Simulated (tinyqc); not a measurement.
## Input admittance of a MOSFET at zero drain bias: distributed channel and distributed gate: input impedance against frequency

Source and drain grounded, strong inversion, w = 2 pi f, Cox = eps0 eox/tox. The channel is an RC line of resistance 1/(mu Cox Vo) per square fed from both ends, so one finger has the intrinsic admittance y = i w Cox L tanh(g)/g per width, g = (1/2) sqrt(i w tau), tau = L^2/(mu Vo). The vertical resistance rv/L is in series with y, the overlaps 2 i w Cov in parallel: y_t = 1/(1/y + rv/L) + 2 i w Cov. The gate strip is a line of Rsh/L per length loaded by y_t, so a finger has Y = y_t Wf tanh(k)/k, k = (Wf/sd) sqrt(y_t Rsh/L); the device has Nf Y.

Low-frequency limits, with c = Cox L and ct = c + 2 Cov: R_strip = Rsh Wf/(3 sd^2 L Nf), R_ch = (c/ct)^2 L/(12 mu Cox Vo Wf Nf), R_vert = (c/ct)^2 rv/(L Wf Nf), C = ct Wf Nf. Z = 1/(Nf Y) = R + 1/(i w C), Q = |Im Z|/R, far-point signal |1/cosh k|.

Parameters, values chosen for the exercise; values of the order met in silicon radio-frequency transistors:
- eox = 3.9 (relative permittivity of the gate insulator (close to silicon dioxide))
- tox = 3.5 nm (insulator thickness)
- L = 1.4 um (channel length)
- Wf = 3 um (finger width)
- Nf = 8 (number of fingers)
- mu = 100 cm^2/(V s) (channel mobility)
- Vo = 0.47 V (gate overdrive)
- Rsh = 39 ohm/square (sheet resistance of the gate)
- rv = 0 ohm um^2 (vertical resistivity of the gate stack)
- sd = 1 (number of ends at which a finger is contacted)
- Cov = 0.39 fF/um (overlap and fringe capacitance on each side)

Constants: eps0 = 8.8541878128e-14 F/cm where lengths are in cm. Results are converted to the units shown.

The same in every row: low-frequency R (ohm) = 97.41.

Input impedance against frequency:

| f (GHz) | w tau | \|k\| | R (ohm) | C (fF) | Q | signal at the far point |
|---|---|---|---|---|---|---|
| 0.005 | 0.01310 | 0.01072 | 97.41 | 350.2 | 933.1 | 1.000 |
| 0.01 | 0.02620 | 0.01516 | 97.41 | 350.2 | 466.5 | 1.000 |
| 0.04 | 0.1048 | 0.03032 | 97.41 | 350.2 | 116.6 | 1.000 |
| 0.1 | 0.2620 | 0.04794 | 97.40 | 350.2 | 46.66 | 1.000 |
| 0.3 | 0.7861 | 0.08292 | 97.37 | 349.9 | 15.57 | 0.9998 |
| 0.7 | 1.834 | 0.1259 | 97.23 | 348.3 | 6.714 | 0.9989 |
| 2 | 5.240 | 0.2025 | 95.98 | 335.2 | 2.474 | 0.9925 |
| 5 | 13.10 | 0.2706 | 89.37 | 279.3 | 1.275 | 0.9781 |
| 10 | 26.20 | 0.3131 | 73.66 | 198.5 | 1.089 | 0.9681 |

What does the comparison show?

R falls from 97.4 to 73.7 ohm and C falls from 350 to 198 fF. Q goes as f^(-1.00) between the first two rows and f^(-0.23) between the last two, where w tau = 26.2 and |k| = 0.313. The low-frequency limits hold both R and C within 5 % up to f = 2 GHz among the rows.

tinyqc, about 0.01 s, one thread, Intel Xeon 2.30GHz (shared host): `OMP_NUM_THREADS=1 python tinyqc.py 2262094 2262095 out.jsonl`
